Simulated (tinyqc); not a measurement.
Strength against creep resistance: grain growth, pinning, strength and diffusional creep of a polycrystal or thin film. Computed by tinyqc, a small Python program. Command: `OMP_NUM_THREADS=1 python tinyqc.py 3001084 3001085 out.jsonl grain walk`. One thread of a shared host (Intel(R) Xeon(R) Processor @ 2.30GHz), about 0.01 s of CPU time with the checks.

One mean grain size d describes the structure.

Inputs (values chosen for the exercise, modelled on nickel):
```
quantity                                    value        unit
atomic volume Omega                         10.94  angstrom^3
boundary energy gamma                        0.89       J/m^2
mobility prefactor M0                     2.9e-05   m^4/(J s)
activation energy of boundary motion Q_m     1.52          eV
anneal temperature T                          771           K
anneal time t                                 350           s
initial grain size d0                         180          nm
particle volume fraction f                 0.0024           -
particle radius r                              16          nm
film thickness h                               86          nm
surface energy gamma_s                        2.4       J/m^2
Hall-Petch slope k_y                         0.17   MPa m^0.5
lattice diffusion energy Q_l                 2.94          eV
boundary diffusion energy Q_b                1.22          eV
lattice prefactor D0                      6.8e-05       m^2/s
boundary prefactor delta D0b              6.7e-15       m^3/s
applied stress sigma                           23         MPa
service temperature T_c                       718           K
```

Sample: thin film on a substrate.

Constants: k_B = 8.617333262e-05 eV/K; k_B = 1.380649e-23 J/K.

Method:
- M = M0 exp(-Q_m/(k_B T)). The driving pressure is 2 gamma/d. Zener pinning pressure 3 f gamma/(2 r) stops growth at d_Z = 4 r/(3 f). Grooves where boundaries meet the surface have the angle theta = arcsin(gamma/(2 gamma_s)) and are taken to stop growth at d_h = h/(2 theta), a few film thicknesses; the limit is 1/d_lim = 1/d_Z + 1/d_h.
- dd/dt = 2 M gamma (1/d - 1/d_lim) integrates to 2 M gamma t = d_lim (d0 - d) + d_lim^2 ln[(d_lim - d0)/(d_lim - d)]; without pinning d^2 = d0^2 + 4 M gamma t.
- Nabarro-Herring rate = 14 sigma Omega D_l/(k_B T d^2), D_l = D0 exp(-Q_l/(k_B T)); Coble rate = 14 pi sigma Omega delta D_b/(k_B T d^3), delta D_b = delta D0b exp(-Q_b/(k_B T)); they are equal at d_x = pi delta D_b/D_l.
- Hall-Petch term k_y/sqrt(d).

crossover size d_x = 3.66203e+08 micrometre

At T_c and sigma:
```
d (nm)  Hall-Petch term (MPa)  Nabarro-Herring (1/s)  Coble (1/s)  time to 1 % (s)
30                     981.50             6.2017e-11   7.5703e-01       1.3209e-02
100                    537.59             5.5816e-12   2.0440e-02       4.8924e-01
300                    310.38             6.2017e-13   7.5703e-04       1.3209e+01
1000                   170.00             5.5816e-14   2.0440e-05       4.8924e+02
3000                    98.15             6.2017e-15   7.5703e-07       1.3209e+04
10000                   53.76             5.5816e-16   2.0440e-08       4.8924e+05
100000                  17.00             5.5816e-18   2.0440e-11       4.8924e+08
```

What follows from these numbers?

From 100 micrometre to 30 nm grains the Hall-Petch term grows 58 times, while the time to 1 % strain shrinks by 10.6 decades. Coble creep rules in 7 of the seven rows (d_x is a millimetre or more). Fine grains resist slip but creep fast. The Hall-Petch value at 30 nm is at the edge of that law, and in a film grains much larger than h lose atoms to the surfaces instead.

Extremes, crossings and ranges named in words are read from the listed rows.
